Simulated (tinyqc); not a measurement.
Which stress helps holes along [110]: six-band Luttinger-Kohn model with strain.

Six-band Luttinger-Kohn model in the basis |3/2,3/2>, |3/2,1/2>, |3/2,-1/2>, |3/2,-3/2>, |1/2,1/2>, |1/2,-1/2>, electron energies, zero at the top of the unstrained valence band. H = -[rows: (P+Q, -S, R, 0, -S/r2, r2 R); (-S*, P-Q, 0, R, -r2 Q, r32 S); (R*, 0, P-Q, S, r32 S*, r2 Q); (0, R*, S*, P+Q, -r2 R*, -S*/r2); (-S*/r2, -r2 Q, r32 S, -r2 R, P+Dso, 0); (r2 R*, r32 S*, r2 Q, -S/r2, 0, P+Dso)], r2 = sqrt(2), r32 = sqrt(3/2). Levels are twofold.

P = c g1 k^2 - av tr(e); Q = c g2 (kx^2 + ky^2 - 2 kz^2) - (b/2)(exx + eyy - 2 ezz); R = c sqrt3 [-g2 (kx^2 - ky^2) + 2i g3 kx ky] + (sqrt3/2) b (exx - eyy) - i d exy; S = 2 c sqrt3 g3 (kx - i ky) kz - d (exz - i eyz); c = hbar^2/2m0, e the strain tensor (not engineering shear).

s11 = (C11 + C12)/((C11 - C12)(C11 + 2 C12)), s12 = -C12/((C11 - C12)(C11 + 2 C12)), s44 = 1/C44; exx = s11 sxx + s12 (syy + szz) and cyclic, exy = s44 sxy/2; tension is positive. A uniaxial stress X along the unit vector n is s_ij = X n_i n_j.

Constants: hbar^2/2m0 = 3.80998211 eV angstrom^2.

Inputs chosen for the exercise (near those of GaP; shifted at random, so the results belong to these values and not to a real crystal): Dso = 0.079 eV (spin-orbit splitting); g1 = 4.05 (Luttinger gamma1); g2 = 0.49 (gamma2); g3 = 1.25 (gamma3); av = 1.69 eV (valence hydrostatic potential); b = -1.6 eV (tetragonal shear potential); d = -4.6 eV (trigonal shear potential); C11 = 139.6 GPa; C12 = 61.7 GPa; C44 = 69.9 GPa; X1 = 1.6 GPa (size of the stress).

Each load has size X1 (biaxial: sxx = syy); masses are curvatures of the top pair at k = 0.

Results:
```
load                         splitting (meV)  top edge (meV)  m [110]  m [001]
uniaxial [110], compression             77.3            36.1    0.128    0.315
uniaxial [110], tension                 36.2            41.4    0.492    0.214
uniaxial [100], compression             82.5            39.4    0.223    0.315
uniaxial [100], tension                 36.9            43.1    0.263    0.220
uniaxial [111], compression             75.7            35.0    0.160    0.247
uniaxial [111], tension                 35.7            40.7    0.357    0.247
biaxial (001), compression              36.9            12.3    0.220    0.326
biaxial (001), tension                  82.5            70.2    0.315    0.172
```

What does the comparison show, and why?

The lightest mass along [110] (0.128) comes with uniaxial [110], compression. The largest splitting (82.5 meV) comes with uniaxial [100], compression; biaxial (001), tension. The heaviest mass along [001] (0.326), which lowers the confinement energy in a (001) channel, comes with biaxial (001), compression. The splitting per GPa follows b (s11 - s12) for loads along cube axes and d s44 for [111]: here 2 |b| (s11 - s12) = 41.1 and |d| s44/sqrt3 = 38.0 meV per GPa in the limit of large Dso; where the splitting nears Dso, mixing with the split-off band makes it depend on the sign of the load.

(tinyqc, `OMP_NUM_THREADS=1 python tinyqc.py 1081037 1081038 out.jsonl`, Intel(R) Xeon(R) Processor @ 2.30GHz, 1 thread, shared host, about 0.05 s.)
